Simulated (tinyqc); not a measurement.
Worked calculation: Koster-Slater impurity in an sp3s* host. Values are carried at full precision from step to step, so a last printed digit may differ when a step is redone from the rounded ones.

sp3s* tight binding, nearest neighbours only: anion (a) at 0, cation (c) at a/4 (1,1,1), orbitals s, px, py, pz, s* on each; k in units of 2 pi/a. With phases e_j = exp(i (pi/2) k.n_j) for n = (1,1,1), (1,-1,-1), (-1,1,-1), (-1,-1,1): g0 = (e1+e2+e3+e4)/4, g1 = (e1+e2-e3-e4)/4, g2 = (e1-e2+e3-e4)/4, g3 = (e1-e2-e3+e4)/4. The diagonal holds the levels Esa, Epa, Exa (s*) and Esc, Epc, Exc. Anion-cation block: <sa|sc> = Vss g0; <sa|xc> = Vsapc g1; <xa|sc> = -Vscpa g1; <xa|xc> = Vxx g0; <xa|yc> = <ya|xc> = Vxy g3, <xa|zc> = <za|xc> = Vxy g2, <ya|zc> = <za|yc> = Vxy g1; <s*a|xc> = Vxapc g1; <xa|s*c> = -Vpaxc g1; y and z take g2 and g3 in place of g1; s-s* and s*-s* vanish.

Parameters, chosen for this exercise (out of a larger set: near a published set for diamond; not measured data):
- p = (-4.538, 3.85, -4.538, 3.85, 11.332, 11.332, -22.796, 3.826, 11.65, 15.28, 15.28, 8.196, 8.196) eV (order Esa, Epa, Esc, Epc, Exa, Exc, Vss, Vxx, Vxy, Vsapc, Vscpa, Vxapc, Vpaxc)
- N = 5 (mesh)
- V = -24.5 eV (shift of the p levels)

## The gap of the host

Gaps from the top of the valence band to Gamma, to the minimum on (x,0,0) from 0.5 to 1, and to L; the smallest is Eg.

top of the valence band on the scale of the parameters = 0.0240 eV

gaps (eV): Gamma 7.6520, Delta 5.3021, L 7.5612

Eg (smallest gap of the host) = 5.3021 eV

## Where the weight lies

A defect on an anion site (a) shifts the s level there by Vs or the three p levels by Vp and leaves the rest. A level in the gap solves 1/Vs = G_s(E) (symmetry A1) or 1/Vp = G_p(E) (T2, threefold), with G(E) = (1/N^3) sum over k and bands of w/(E - e), where w is the weight of the state on the s orbital of that site, or the mean weight on its px, py, pz. Mesh: k = f1 (-1,1,1) + f2 (1,-1,1) + f3 (1,1,-1), f = (j + 1/2)/N, j = 0 to N - 1. Energies from the top of the valence band at Gamma; the s* orbital of the site is left as it is. An infinite shift removes the s or p orbitals, the model of the ideal vacancy: G(E) = 0.

For each band: mean energy over the mesh and summed weights; each column of weights adds to one.

Bands:

| band | mean energy (eV) | s weight | p weight |
|---|---|---|---|
| 1 | -21.601 | 0.3933 | 0.0337 |
| 2 | -12.658 | 0.1605 | 0.1049 |
| 3 | -6.084 | 0.0071 | 0.1640 |
| 4 | -4.924 | 0.0030 | 0.1654 |
| 5 | 6.502 | 0.0612 | 0.0517 |
| 6 | 9.435 | 0.1334 | 0.0283 |
| 7 | 12.699 | 0.0008 | 0.1630 |
| 8 | 13.787 | 0.0130 | 0.1387 |
| 9 | 18.588 | 0.0989 | 0.0694 |
| 10 | 20.704 | 0.1288 | 0.0809 |

The filled bands hold 0.564 of the s orbital and 0.468 of each p orbital of the anion. Filled states add positive terms to G in the gap and empty ones negative terms.

## Green functions across the gap

G at nine energies E = Eg j/8.

G(E) (1/eV):

| E (eV) | G_s | G_p |
|---|---|---|
| 0.0000 | -0.00397 | 0.04777 |
| 0.6628 | -0.00814 | 0.02905 |
| 1.3255 | -0.01263 | 0.01677 |
| 1.9883 | -0.01770 | 0.00644 |
| 2.6510 | -0.02366 | -0.00327 |
| 3.3138 | -0.03109 | -0.01332 |
| 3.9766 | -0.04112 | -0.02490 |
| 4.6393 | -0.05664 | -0.04068 |
| 5.3021 | -0.09209 | -0.07503 |

Both fall with E, as dG/dE = -sum w/(E - e)^2 demands. G_s keeps its sign, so the vacancy has no level of this symmetry in the gap. G_p changes sign, so the vacancy has a level of this symmetry in the gap.

## A first estimate from the table

A defect that shifts the p level of its anion site by V has a level where the host Green function G_p(E) equals 1/V; E is counted from the top of the valence band. Find it by linear interpolation between the two rows that bracket it.

1/V = -0.04082 1/eV
estimated level = 4.642 eV

## The level and its weight on the defect

Solve by bisection with the full sum. The weight of the bound state on the shifted orbital is G^2/(-G'), which is also dE/dV.

level = 4.6439 eV
G'(E) = -0.03025 1/eV^2
weight on the defect orbital = 0.0551

The level lies 4.644 eV above the valence band and 0.658 eV below the conduction band. Only 5.5 % of it sits on the shifted orbital, the rest on other orbitals, so a shift of 1 eV moves the level by about 55 meV.

## Checks

- Sum of the s weights over all bands against one: both 1.00000.
- First moment of the s weights against the s level of the site, on the scale of the parameters: both -4.53800.

Computed by tinyqc, a small Python program: `OMP_NUM_THREADS=1 python tinyqc.py 1480723 1480724 out.jsonl` (the numbers bound the seed that draws the inputs); one thread of a shared host (Intel(R) Xeon(R) Processor @ 2.30GHz), about 0.02 s for the whole set of steps.
